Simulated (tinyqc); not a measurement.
Comparisons within one model: polar nitride quantum well with polarisation fields. A value that a table varies takes the place of the one given here.

Growth along [0001]. e_par = (a_sub - a)/a, Ppz = 2 e_par (e31 - e33 C13/C33), P = Psp + Ppz in each layer; strain relaxation and the strain shift of the gaps are left out, although thick layers with more than about 1 % mismatch would relax.

In a periodic stack without free charge the potential drop over a period vanishes: F_w = (P_b - P_w) Lb/(eps0 (eps_w Lb + eps_b Lw)), F_b = -F_w Lw/Lb, eps0 = 8.8541878e-12 F/m; 1 MV/cm = 1e8 V/m = 0.01 V/angstrom.

Envelope functions on cells of 0.25 angstrom over barrier, well, barrier (widths Lb, Lw, Lb), psi = 0 beyond, psi'/m continuous (mean mass between points), c = hbar^2/2m0. With u(z) the integral of e F (F_w in the well, F_b = -F_w Lw/Lb in the barriers, 1 MV/cm = 0.01 V/angstrom), zero at the centre of the well, the electron sees u plus Vc in the barriers and the hole -u plus Vv. The transition is Eg + E_e + E_h; excitons are left out.

Constants: hbar^2/2m0 = 3.80998211 eV angstrom^2; hc = 1239.841984 eV nm.

Parameters, chosen for this exercise (near those of a GaN well in AlN; shifted at random, so the results belong to these values and not to a real crystal):
- a_w = 3.189 angstrom (lattice constant a, well)
- a_b = 3.112 angstrom (lattice constant a, barrier)
- a_sub = 3.112 angstrom (in-plane lattice constant of the stack)
- Psp_w = -0.0334 C/m^2 (spontaneous polarisation)
- Psp_b = -0.0896 C/m^2 (spontaneous polarisation)
- e31_w = -0.35 C/m^2
- e31_b = -0.516 C/m^2
- e33_w = 0.639 C/m^2
- e33_b = 1.567 C/m^2
- C_w = 0.266 (C13/C33)
- C_b = 0.29 (C13/C33)
- eps_w = 10.3 (dielectric constant)
- eps_b = 10.2 (dielectric constant)
- Lb = 65 angstrom (barrier width)
- Eg = 3.44 eV (gap of the well)
- Vc = 1.85 eV (conduction offset)
- Vv = 0.87 eV (valence offset)
- me = 0.2 m0 (electron, well)
- meb = 0.32 m0 (electron, barrier)
- mh = 1.38 m0 (hole, everywhere)
- Ls = (10, 14, 20, 28, 38, 50) angstrom (well widths)
- Lw = 18 angstrom (well width)

## Width of the well

Field, levels and overlap anew for each width.

Results:
```
Lw (angstrom)  F_w (MV/cm)  E (eV)  E without field (eV)  overlap^2  ln overlap^2
10                  -7.737  4.0416                4.1587      0.713         -0.34
14                  -7.348  3.6775                3.9125      0.440         -0.82
20                  -6.834  3.2669                3.7269      0.133         -2.02
28                  -6.250  2.8243                3.6115     0.0133         -4.32
38                  -5.647  2.3668                3.5442   0.000337         -8.00
50                  -5.061  1.9187                3.5052   1.93e-06        -13.16
```

What can be read from the table?

The red shift grows from 117 to 1586 meV. The line drops below Eg between 14 and 20 angstrom, which a square well can never do. Over the last two rows dE/dLw = -37.3 meV per angstrom, against -|e F_w| = -50.6 in the last row; the field itself weakens by 35 % over the table, since a wider well shares the drop with the barrier. The overlap falls by a factor 3.69e+05.

## Screening the field

F_w = -6.9970 MV/cm

Carriers or a semipolar orientation reduce the field; here it is simply scaled in well and barrier.

Results:
```
share of the field  F_w (MV/cm)  E (eV)     nm  overlap^2  separation (angstrom)
1.0                      -6.997  3.3931  365.4       0.21                    9.1
0.8                      -5.598  3.5096  353.3       0.31                    8.1
0.6                      -4.198  3.6116  343.3       0.44                    6.8
0.4                      -2.799  3.6949  335.6       0.63                    5.2
0.2                      -1.399  3.7527  330.4       0.86                    3.0
0.0                       0.000  3.7743  328.5       0.98                    0.0
```

What does this show?

Full screening shifts the line by -36.9 nm (+381 meV). The first fifth of the screening gives 117 meV and the last fifth 22 meV; a purely quadratic shift would give a ratio of 9, a linear one 1, and here it is 5.4.

## What each parameter does

Polarisation, field, levels and overlap anew. Each row changes one parameter from the base and keeps the others.

Results:
```
case                    F_w (MV/cm)  E (eV)  overlap^2  red shift (meV)
base                         -6.997  3.3931       0.21              381
Lw = 23 angstrom             -6.602  3.0909      0.061              582
Lb = 90 angstrom             -7.442  3.3521       0.18              422
a_sub = 3.122 angstrom       -7.253  3.3704       0.20              404
Psp_b = -0.0986 C/m^2        -7.771  3.3234       0.17              451
e33_w = 0.703 C/m^2          -7.068  3.3869       0.21              387
eps_w = 11.3                 -6.502  3.4358       0.24              338
mh = 0.97 m0                 -6.997  3.4358       0.26              358
Vc = 1.573 eV                -6.997  3.3690       0.20              391
```

How do the results move?

The largest shifts from the base row, up to three for each result and ties (the steps differ in size, so this ranks the rows, not the parameters). F_w (MV/cm): Psp_b -0.774, eps_w +0.495, Lb -0.445; unchanged at the printed digits by mh and Vc. E (eV): Lw -0.3022, Psp_b -0.0697, eps_w +0.0427, mh +0.0427. overlap^2: Lw -0.149, mh +0.0461, Psp_b -0.0397; unchanged at the printed digits by e33_w. red shift (meV): Lw +201, Psp_b +70, eps_w -43.

(tinyqc, `OMP_NUM_THREADS=1 python tinyqc.py 1280438 1280439 out.jsonl`, Intel(R) Xeon(R) Processor @ 2.30GHz, 1 thread, shared host, about 0.07 s.)
